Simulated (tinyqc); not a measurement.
Electron continuity equation in a given potential, Scharfetter-Gummel discretisation: one step of the calculation.

Steady state in one dimension: J = q mu n E + q D dn/dx with E = -dpsi/dx and D = mu Vt, dJ/dx = 0, fixed densities nL and nR at the ends. The potential is given, psi = U (x/L)^2, and is not changed by the electrons.

Task. Densities and current. B(d) = d/(exp(d) - 1) with d_i = (psi_(i+1) - psi_i)/Vt; b and f are the diagonal and right side of the balance equations. Solve B(-d_(i-1)) n_(i-1) + b_i n_i + B(d_i) n_(i+1) = f_i (end values already in f), then J_i = (q D/h) [n_(i+1) B(d_i) - n_i B(-d_i)], h = L/9, D = mu Vt.

Inputs (values chosen for the exercise); mobility close to that of gallium nitride at room temperature: temperature T = 400 K; electron mobility mu = 1010 cm^2/(V s); length of the region L = 19 um; density at x = 0 nL = 2e15 cm^-3; density at x = L nR = 3.2e16 cm^-3.

Constants: q = 1.602176634e-19 C, kB = 1.380649e-23 J/K, Vt = kB T/q. Results are converted to the units shown.

B(d_i), interval 0 to 8: [0.90473654, 0.73345045, 0.58709073, 0.46418394, 0.36270884, 0.28028210, 0.21435065, 0.16236424, 0.12191085]
B(-d_i), interval 0 to 8: [1.1017268, 1.3244213, 1.5720421, 1.8431159, 2.1356213, 2.4471751, 2.7752243, 3.1172184, 3.4707456]
diagonal b, node 1 to 8: [-2.2291578, -2.3054926, -2.4302066, -2.5998053, -2.8098840, -3.0555063, -3.3315690, -3.6331098]
right side f, node 1 to 8 (cm^-3): [-2.2034536e15, 0, 0, 0, 0, 0, 0, -3.9011470e15]

Find: n; J.

Result.

n, node 0 to 9 (cm^-3): [2.0000e15, 1.2915e15, 9.2113e14, 7.0364e14, 5.6430e14, 4.6922e14, 4.0429e14, 4.0609e14, 1.4222e15, 3.2000e16]
J, interval 0 to 8 (A/cm^2): [-27.345, -27.345, -27.345, -27.345, -27.345, -27.345, -27.345, -27.345, -27.345]

Program tinyqc, `OMP_NUM_THREADS=1 python tinyqc.py 2220123 2220124 out.jsonl`; Intel Xeon 2.30GHz, shared host, one thread, about 0.01 s.
